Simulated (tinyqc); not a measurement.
From results to parameters: diatomic chain. Computed by the program tinyqc.

Problem. A chain of two alternating masses has one spring constant k; at the zone edge omega^2 = 2k/M and 2k/m, and wavenumber = 521.4708 sqrt(omega^2) with omega^2 in eV/(angstrom^2 u). Find k, the heavier mass and the optical wavenumber at q = 0.

wavenumbers at the zone edge (cm^-1): 383.774812  1261.064898
lighter mass = 7.900000 u

Solution. The upper value gives k = m omega^2/2, the ratio of the squares gives M/m, and at q = 0 omega^2 = 2k (1/m + 1/M), the sum of the two.

k = 23.1000 eV/angstrom^2
heavier mass = 85.3000 u
optical wavenumber at q = 0 = 1318.1683 cm^-1
